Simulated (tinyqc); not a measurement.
Inside a calculation. Method: lattice vibrations of a chain. One step of it, computed by the program tinyqc.

Problem. Dynamical matrix at q = 0.11. q is in units of 2 pi/a. A spring k from atom i to atom j, n cells on, adds k to Phi_ii and Phi_jj, -k exp(2 pi i q n) to Phi_ij and the conjugate to Phi_ji (for one atom a cell: 2k (1 - cos 2 pi q n)); D_ij = Phi_ij / sqrt(m_i m_j).

A chain moving along its axis:
```
atom   mass (u)  spring to the next atom (eV/angstrom^2)
1     40.500000                                17.600000
2     93.100000                                11.100000
3     67.000000                                29.600000
4     50.200000                                27.400000
```

Give: D(q).

Solution.

D(q) (eV/(angstrom^2 u)):
```
               1       2       3              4
1          1.111  -0.287   0.000  -0.468+0.387i
2         -0.287   0.308  -0.141          0.000
3          0.000  -0.141   0.607         -0.510
4  -0.468-0.387i   0.000  -0.510          1.135
```
